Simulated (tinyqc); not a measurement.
Three surfaces against bond counting: Gupta-type many-body potential for a metal. Computed by tinyqc, a small Python program. Command: `OMP_NUM_THREADS=1 python tinyqc.py 3002126 3002127 out.jsonl gupta walk`. One thread of a shared host (Intel(R) Xeon(R) Processor @ 2.30GHz), about 0.01 s of CPU time with the checks.

E_i = sum_j A exp(-p (r_ij/r0 - 1)) - xi rho_i^gamma, with rho_i = sum_j exp(-2 q (r_ij/r0 - 1)); gamma = 1/2 is the tight-binding second-moment form. The crystal is fcc unless stated; d is the neighbour distance and a fixed number of shells is kept.

Inputs (values chosen for the exercise, modelled on lead): repulsion A = 0.0934 eV; hopping xi = 0.923 eV; decay p = 9.74; decay q = 3.73; reference distance r0 = 3.501 angstrom; shells kept = 3; embedding exponent gamma = 0.5.

Constants: 1 eV/angstrom^3 = 160.2176634 GPa; 1 eV/angstrom^2 = 16.02176634 J/m^2.

Method:
- fcc shells: d sqrt(k), k = 1..5, with 12, 6, 24, 12, 24 atoms; Omega = d^3/sqrt2.
- Equilibrium: dE/dd = 0; B = d^2 E''(d)/(9 Omega).
- Cut the crystal without relaxation; an atom in layer l keeps the neighbours that lie below the surface plane. Excess = E_i + E_c. Surface energy = sum of excesses over the layers, divided by the area per surface atom: (sqrt3/2) d^2 for (111), d^2 for (100), sqrt2 d^2 for (110).
- Bond counting with pair bonds charges E_c/12 for each missing nearest neighbour: 3, 4 and 6 per surface cell.

neighbour distance d = 3.44010 angstrom

cohesive energy E_c = 2.12539 eV

Surfaces:
```
face   missing bonds  excess (eV)  bond counting (eV)    ratio  surface energy (J/m^2)
(111)              3      0.14109              0.5313  0.26553                 0.22056
(100)              4      0.19235              0.7085  0.27151                 0.26042
(110)              6      0.30418              1.0627  0.28623                 0.29119
```

What does the comparison show, and why?

The order of surface energies is (111) < (100) < (110), with (110)/(111) = 1.320 against 1.225 from counting first-neighbour bonds. The excess is 0.27 to 0.29 of the bond-counting value: atoms with fewer neighbours have stronger bonds. Further shells enter the excess but not the count. Caution: relaxation, left out here, lowers surface energies. Caution: fitted second-moment potentials usually give surface energies well below measured ones.
